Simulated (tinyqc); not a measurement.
Doping from resistivity.

Inverse problem. A uniform, uncompensated and fully ionised sample has rho = 1/(q N mu), mu = m1 + (m2 (T/300 K)^(-bt) - m1)/(1 + (N/Nr)^am). Find N, mu and the diffusion coefficient mu Vt.

Inputs (values chosen for the exercise):
- T = 300 K (temperature)
- m1 = 46.4 cm^2/(V s) (mobility limit at high doping)
- m2 = 461 cm^2/(V s) (mobility limit at low doping, at 300 K)
- Nr = 2.16e17 cm^-3 (reference doping of the mobility law)
- am = 0.697 (exponent of the mobility law)
- bt = 2 (temperature exponent of m2)

Constants: q = 1.602176634e-19 C, kB = 1.380649e-23 J/K, Vt = kB T/q. Results are converted to the units shown.

resistivity = 0.0032335674 ohm cm

Answer. With am below 1 the product N mu rises steadily with N, so one doping matches; it is found by iterating N = 1/(q rho mu(N)).

N = 3.30e19 cm^-3
mu = 58.5 cm^2/(V s)
diffusion coefficient = 1.51 cm^2/s

Computed by the program tinyqc: `OMP_NUM_THREADS=1 python tinyqc.py 2110034 2110035 out.jsonl`, one thread of a shared Intel Xeon 2.30GHz, about 0.01 s for the whole run.
